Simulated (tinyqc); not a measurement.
# Changing the crack length L

Model: wafer bonding and layer transfer: bond energy, gap closing, particles, bonding of dissimilar wafers and hydrogen blisters. Computed by tinyqc, a small Python program. Command: `OMP_NUM_THREADS=1 python tinyqc.py 3017054 3017055 out.jsonl bond sweep`. One thread of a shared host (Intel(R) Xeon(R) Processor @ 2.30GHz), about 0.01 s of CPU time with the checks.

gamma is the energy per area of each of the two surfaces; plates are isotropic, and both wafers have E1 and t1.

Inputs (values chosen for the exercise, for model wafers):
```
quantity                    value        unit
Young's modulus E1            168         GPa
Poisson ratio nu             0.18           -
thickness t1                  625  micrometre
blade thickness t_b            50  micrometre
particle radius h           0.099  micrometre
radius of a shallow gap R    0.15          mm
half height of the gap h_g    2.6          nm
```

Pair: two equal wafers.

Method:
- Two cantilevers opened by t_b: gamma = 3 t_b^2 E1 t1^3 E2 t2^3/(16 L^4 (E1 t1^3 + E2 t2^3)).
- E' = E1/(1 - nu^2), equal wafers of thickness t1 assumed. A gap of radius R closes if h_g < h_c: h_c = R^2/sqrt((2/3) E' t1^3/gamma) for R > 2 t1 (plate bending), h_c = 3.6 sqrt(R gamma/E') for R < 2 t1 (local deformation).
- E' = E1/(1 - nu^2), equal wafers assumed. Void radius in the plate regime: R_v = [(2/3) E' t1^3/gamma]^(1/4) h^(1/2). Below h_crit = 5 sqrt(t1 gamma/E') the wafers deform locally and R_v is of the order of h (taken as h).

One run for each value:
```
crack length L (mm)  bond energy gamma (J/m^2)  void radius (micrometre)  closable height h_c (nm)
8.5                                     1.8416                9.9000e-02                    143.59
9.9                                     1.0007                9.9000e-02                    105.85
12.0                                    0.4636                9.9000e-02                     72.05
13.0                                    0.3366                9.9000e-02                     61.39
16.0                                    0.1467                9.9000e-02                     40.53
18.0                                    0.0916                1.3188e+03                     32.02
21.0                                    0.0494                1.5386e+03                     23.53
```

What does the table show, and why?

Over the rows, bond energy gamma (J/m^2) falls from 1.84 to 0.0494 (exponent d ln y / d ln x about -4.0 throughout); void radius (micrometre) rises from 0.0990 to 1540, flat over part of the range; closable height h_c (nm) falls from 144 to 23.5 (exponent d ln y / d ln x about -2.0 throughout). The exponent of bond energy gamma stays at -4: beam compliance goes as L^3.  Left out: 7.30 (bond energy out of the physical range).

Caution (rows 8.50): the crack is short against the thickness, so root rotation and shear add to the beam formula.
